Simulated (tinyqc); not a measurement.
# Worked calculation: piezoresistors in the (001) plane of a cubic crystal

Numbers from tinyqc (`OMP_NUM_THREADS=1 python tinyqc.py 2530066 2530067 out.jsonl`; about 0.01 s on one thread of a shared Intel Xeon 2.30GHz). Printed values are rounded.

Plane stress in crystal axes x = [100], y = [010]. First-order piezoresistance: d rho_xx/rho = p11 sxx + p12 syy, d rho_yy/rho = p12 sxx + p11 syy, d rho_xy/rho = p44 sxy; a resistor along d = (cos th, sin th) changes by dR/R = d.(d rho/rho).d. Changes of geometry and second-order terms are left out.

Inputs (values chosen for the exercise); coefficients close to those of lightly doped p-type silicon: piezoresistive coefficient p11 = 6.16 x 1e-11/Pa; piezoresistive coefficient p12 = -1.17 x 1e-11/Pa; piezoresistive coefficient p44 = 141 x 1e-11/Pa; angle of the current from [100] th = 15 deg; stress sxx Sx = -208 MPa; stress syy Sy = 136 MPa; shear stress sxy St = 62 MPa; bridge supply Vb = 1.2 V; Young's modulus along [110] E = 173 GPa.

Range of the model: Above about 200 MPa second-order terms begin to count.

## Change of the resistivity tensor

As in the introduction.

d rho/rho (%):

|  | x | y |
|---|---|---|
| x | -1.44040 | 8.74200 |
| y | 8.74200 | 1.08112 |

## Resistors at th and th + 90 degrees, and the bridge

dR/R = d.(d rho/rho).d. A full bridge with two resistors of each kind in opposite arms gives Vout = Vb (a - b)/(2 + a + b), a and b the two dR/R.

dR/R at th = 3.09951 %
dR/R at th + 90 = -3.45879 %
Vout = 39.4206 mV

## Longitudinal and transverse coefficients

For uniaxial stress along or across the current: pL = p11 - (A/2) sin^2(2 th), pT = p12 + (A/2) sin^2(2 th), A = p11 - p12 - p44. Gauge factor along [110]: E (p11 + p12 + p44)/2.

A = -133.670 x 1e-11/Pa
pL = 22.8687 x 1e-11/Pa
pT = -17.8788 x 1e-11/Pa
gauge factor = 126.281
